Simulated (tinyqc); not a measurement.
Rutherford backscattering from a thin compound film on silicon: kinematics, yields, composition and thickness. Inputs raised by 10 %, one at a time. Computed by tinyqc, a small Python program. Command: `OMP_NUM_THREADS=1 python tinyqc.py 3027512 3027513 out.jsonl rbs sens`. One thread of a shared host (Intel(R) Xeon(R) Processor @ 2.30GHz), about 0.01 s of CPU time with the checks.

Singly charged helium ions (Z1 = 2, M1 = 4.0026 u) enter at the tilt angle a1 to the normal and leave at a2 = |180 - theta - tilt| in the same plane. The film is A B_x.

Inputs (values chosen for the exercise, modelled on a helium beam on HfO2):

| quantity | value | unit |
|---|---|---|
| beam energy E0 | 1.7 | MeV |
| scattering angle theta | 160 | degrees |
| tilt of the sample | 60 | degrees |
| heavy element: Z_A | 72 | - |
| heavy element: mass M_A | 178.5 | u |
| heavy element: stopping eps_A at 2 MeV | 119 | 1e-15 eV cm^2 |
| light element: Z_B | 8 | - |
| light element: mass M_B | 16 | u |
| light element: stopping eps_B at 2 MeV | 36.7 | 1e-15 eV cm^2 |
| atoms of B per atom of A, x | 2.14 | - |
| atomic density of the film | 85.3 | 1/nm^3 |
| film thickness d | 20 | nm |
| collected charge | 36 | microcoulomb |
| detector solid angle | 1.9 | msr |
| detector resolution (FWHM) | 13 | keV |

Constants: e^2/(4 pi eps_0) = 14.39964548 eV angstrom; e = 1.602176634e-19 C.

Method:
- Kinematic factor K = [(sqrt(M^2 - M1^2 sin^2 theta) + M1 cos theta)/(M + M1)]^2.
- Surface edges lie at K E0; substrate silicon has M = 28.09 u. Mass resolution at M_A = resolution/(E0 dK/dM).
- Stopping per atom eps(E) = eps(2 MeV) (E/2 MeV)^(-0.4) (a law chosen for the exercise); Bragg rule eps_film = (eps_A + x eps_B)/(1 + x); areal density N d, with 1/nm^2 = 0.1 x 1e15/cm^2.
- Width of the signal of element i: [K_i eps(E0)/cos a1 + eps(K_i E0)/cos a2] N d; depth resolution = resolution x d/width of A; energy lost on the way in = eps(E0) N d/cos a1.
- Rutherford cross section in the laboratory frame: sigma = (Z1 Z e^2/(4 pi eps_0 4E))^2 (4/sin^4 theta) (r + cos theta)^2/r, r = sqrt(1 - (M1 sin theta/M)^2), times the screening factor 1 - 0.049 Z1 Z^(4/3)/E (E in keV); 1 angstrom^2 = 1e8 barn.
- Counts = (charge/e) x solid angle x sigma(E_mean) x areal density of the element/cos a1, E_mean = E0 - half the energy lost on the way in; 1 barn = 1e-24 cm^2. The ratio of areas returns x = (Y_B/Y_A)(sigma_A/sigma_B), with the counting error sqrt(1/Y_A + 1/Y_B).

Runs:

| input moved | from | to | ratio of areas Y_B/Y_A | mass resolution at M_A (u) | counting error of x without background (%) | energy lost on the way in (keV) |
|---|---|---|---|---|---|---|
| base run | - | - | 0.023804 | 17.109 | 0.9708 | 22.907 |
| beam energy E0 (MeV) | 1.7 | 1.87 | 0.023768 | 15.554 | 1.0687 | 22.050 |
| atoms of B per atom of A, x | 2.14 | 2.354 | 0.026185 | 17.109 | 0.9580 | 22.298 |
| atomic density of the film (1/nm^3) | 85.3 | 93.83 | 0.023805 | 17.109 | 0.9250 | 25.197 |
| heavy element: stopping eps_A at 2 MeV (1e-15 eV cm^2) | 119 | 130.9 | 0.023805 | 17.109 | 0.9704 | 24.287 |
| light element: stopping eps_B at 2 MeV (1e-15 eV cm^2) | 36.7 | 40.37 | 0.023805 | 17.109 | 0.9706 | 23.817 |
| detector resolution (FWHM) (keV) | 13 | 14.3 | 0.023804 | 18.820 | 0.9708 | 22.907 |
| scattering angle theta (degrees) | 160 | 176 | 0.023636 | 16.657 | 1.0033 | 22.907 |

Exponents ln(y'/y) / ln(x'/x):

| input | ratio of areas Y_B/Y_A | mass resolution at M_A | counting error of x without background | energy lost on the way in |
|---|---|---|---|---|
| beam energy E0 | -0.016 | -1.000 | 1.008 | -0.400 |
| atoms of B per atom of A, x | 1.000 | 0.000 | -0.140 | -0.283 |
| atomic density of the film | 0.000 | 0.000 | -0.507 | 1.000 |
| heavy element: stopping eps_A at 2 MeV | 0.000 | 0.000 | -0.004 | 0.614 |
| light element: stopping eps_B at 2 MeV | 0.000 | 0.000 | -0.003 | 0.409 |
| detector resolution (FWHM) | 0.000 | 1.000 | 0.000 | 0.000 |
| scattering angle theta | -0.074 | -0.281 | 0.345 | 0.000 |

To which inputs is each result most sensitive?

Among the inputs moved here: ratio of areas Y_B/Y_A answers most in size to atoms of B per atom of A, x (exponent +1.000), next to scattering angle theta (-0.074); its exponent is below 0.0005 for atomic density of the film, heavy element: stopping eps_A at 2 MeV, light element: stopping eps_B at 2 MeV, detector resolution (FWHM). Its exponent +1.000 in atoms of B per atom of A, x: areas count atoms. Mass resolution at M_A answers most in size to beam energy E0 (exponent -1.000), and about equally to detector resolution (FWHM) (+1.000); its exponent is below 0.0005 for atoms of B per atom of A, x, atomic density of the film, heavy element: stopping eps_A at 2 MeV, light element: stopping eps_B at 2 MeV. Its exponent -1.000 in beam energy E0: edges spread in proportion to E0. Counting error of x without background answers most in size to beam energy E0 (exponent +1.008), next to atomic density of the film (-0.507); its exponent is below 0.0005 for detector resolution (FWHM). Its exponent +1.008 in beam energy E0: sigma falls as 1/E^2 and the error goes as its inverse root. Energy lost on the way in answers most in size to atomic density of the film (exponent +1.000), next to heavy element: stopping eps_A at 2 MeV (+0.614); its exponent is below 0.0005 for detector resolution (FWHM), scattering angle theta.
